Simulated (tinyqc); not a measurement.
## Deep-level transient spectroscopy: the DLTS spectrum

Schottky contact on an n-type layer with shallow donors Nd (all ionised) and a donor-like deep trap, neutral when filled and positive when empty; depletion approximation. Traps within lam of the depletion edge stay filled. A long pulse to Vp fills the traps beyond x1 = Wp - lam; back at Vr those between x1 and x2 = Wr - lam emit. A rate window reads S = C(t2) - C(t1).

Emission rate en = sn vth(T) Nc(T) exp(-Et/kB T) = sn g T^2 exp(-Et/kB T), g = vth Nc/(300 K)^2, as vth goes as T^0.5 and Nc as T^1.5 (degeneracy factor 1). lam = sqrt(2 eps0 eps_r (EF - ET)/(q Nd)), EF - ET = Et - (kB T/q) ln(Nc(T)/Nd), Nc(T) = Nc (T/300 K)^1.5. In the steady state at the band bending V, 2 eps0 eps_r V/q = Nd W^2 + Nt (W - lam)^2 (the second term only if W > lam). W(t)^2 = Wr^2 + (Nt/Nd)(x2^2 - x1^2) exp(-en t), C = eps0 eps_r/W; for small Nt, dC/C = -(Nt/2 Nd) G exp(-en t) with G = (x2^2 - x1^2)/Wr^2. For an exponential transient S peaks where en = ew = ln(t2/t1)/(t2 - t1).

Values chosen for this exercise; material values close to those of germanium: relative permittivity eps_r = 15.7; conduction-band density of states at 300 K Nc = 1.05e19 cm^-3; thermal velocity at 300 K vth = 3.5e7 cm/s; shallow donor density Nd = 1e16 cm^-3; built-in voltage Vbi = 0.38 V; depth of the trap below the conduction edge Et = 0.22 eV; capture cross-section sn = 4.5e-15 cm^2; trap density Nt = 2.7e15 cm^-3; reverse bias Vr = 8.9 V; reverse bias during the filling pulse Vp = 0 V; first sampling time t1 = 0.5 ms; second sampling time t2 = 1 ms.

Constants: q = 1.602176634e-19 C, kB = 1.380649e-23 J/K, eps0 = 8.8541878128e-14 F/cm where lengths are in cm. Results are converted to the units shown.

The DLTS spectrum:
```
T (K)	en (1/s)	S (pF/cm^2)
111	23.23	10.26
116	68.38	29.49
120	152.4	62.73
124	323.2	120.6
129	777.0	220.0
133	1498	267.4
137	2784	212.1
142	5764	62.49
146	9971	8.106
150	1.678e4	0.2724
155	3.102e4	2.208e-4
159	4.940e4	2.259e-8
```

What does the table show?

S goes from 10.3 through a maximum of 267 (at T = 133 K among the rows listed) to 2.26e-8 pF/cm^2; en equals ew = 1390 1/s at 132.5 K. Colder, the trap has hardly emitted by t2; warmer, it is empty before t1. Rows above half of the largest S span 129 to 137 K.

Range of the model: With Nt above a tenth of Nd the edge x2 moves during the transient, which this model holds fixed, and the transient is not a plain exponential.

Program tinyqc, `OMP_NUM_THREADS=1 python tinyqc.py 2050032 2050033 out.jsonl`; Intel Xeon 2.30GHz, shared host, one thread, about 0.01 s.
